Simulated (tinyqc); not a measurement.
Tight binding, honeycomb lattice, step by step. One step of it, computed by the program tinyqc.

Task: Levels at k. Diagonalise the Hermitian matrix.

H(k) at k (eV), order A, B:
$$\begin{pmatrix}
0.000000 & 0.093866 \\
0.093866 & 0.000000
\end{pmatrix}$$

Give: eigenvalues; weights |c|^2 of the basis functions.

Result:

eigenvalues (eV): [-0.0939, 0.0939]

weights |c|^2 of the basis functions, order A, B:
$$\begin{pmatrix}
0.5000 & 0.5000 \\
0.5000 & 0.5000
\end{pmatrix}$$
